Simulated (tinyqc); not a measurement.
Which lattice a d-band metal prefers: Slater-Koster d bands of a bcc metal.

Slater-Koster d bands. For a bond with direction cosines (l, m, n) the 5 x 5 block is dds Ps + ddp Pp + ddd (1 - Ps - Pp), the projectors on sigma, pi and delta states about the bond; for instance <xy|xy> = 3 l^2 m^2 dds + (l^2 + m^2 - 4 l^2 m^2) ddp + (n^2 + l^2 m^2) ddd, <xy|yz> = 3 l m^2 n dds + l n (1 - 4 m^2) ddp + l n (m^2 - 1) ddd and <3z2-r2|3z2-r2> = (n^2 - (l^2 + m^2)/2)^2 dds + 3 n^2 (l^2 + m^2) ddp + (3/4)(l^2 + m^2)^2 ddd. H(k) sums the blocks times cos(k.R) over the neighbours; the d level is the zero of energy; k in 2 pi/a.

Mesh: k = f1 b1 + f2 b2 + f3 b3 with fractions (j + 1/2)/N, j = 0 to N - 1, and b = (-1,1,1), (1,-1,1), (1,1,-1) for fcc, (0,1,1), (1,0,1), (1,1,0) for bcc, unit vectors for simple cubic. The lowest Nd/10 of all levels are filled with two electrons each; the bond energy is their sum per atom.

Inputs chosen for the exercise (of the size met in Mo; the results hold for these values, not for the real material): dds = -1.215 eV (dd sigma); ddp = 0.595 eV (dd pi); ddd = -0.097 eV (dd delta); f2 = 0.487 (factor on all three integrals for second neighbours); N = 8 (mesh).

fcc has twelve neighbours, bcc eight and six (the six times f2), simple cubic six. The integrals of bcc and sc are scaled so that all three have the second moment of fcc, which stands for equal repulsion (structural energy difference theorem). s and p electrons are left out.

Bond energy per atom:
```
Nd  fcc (eV)  bcc - fcc (meV)  sc - fcc (meV)
1     -3.756              211            -194
3     -8.331             -277             151
4     -9.683             -434             609
5    -10.122               37             867
6     -9.566              497             492
7     -8.134              487             -46
8     -6.062              122            -394
9     -3.321             -243            -628
```

Give the missing row, Nd = 2.

Computed row:
```
Nd  fcc (eV)  bcc - fcc (meV)  sc - fcc (meV)
2     -6.359                5             -97
```

scale factors: bcc 1.1285, sc 1.4142

mu3/mu2^1.5: fcc -0.133, bcc -0.124, sc 0.000

mu4/mu2^2: fcc 1.832, bcc 1.749, sc 2.488

largest change of a difference when N is raised to 14 = 53 meV

fcc is lowest for Nd = 5 and 6. bcc is lowest for Nd = 3 and 4. sc is lowest for Nd = 1, 2, 7, 8 and 9. bcc gains most on fcc at Nd = 4 (-434 meV). A small fourth moment marks a two-peaked band, which tends to favour fillings near one half; bcc has -4 % against fcc, and at Nd = 5 it lies +37 meV from fcc, which the fourth moment alone does not explain (differences of a few tens of meV are within the error of the mesh; hcp is left out, and this d-only model can miss the lattice of the real metal). The third moments, from three-membered rings, skew the bands. That simple cubic wins anywhere comes from keeping d bands and equal second moments alone; no transition metal takes it. Differences below about 53 meV are within the error of this mesh, and the s and p electrons left out weigh most where the d band is nearly empty or full.

Computed by tinyqc, a small Python program: `OMP_NUM_THREADS=1 python tinyqc.py 1450444 1450445 out.jsonl` (the numbers bound the seed that draws the inputs); one thread of a shared host (Intel(R) Xeon(R) Processor @ 2.30GHz), about 0.05 s for the whole set of steps.
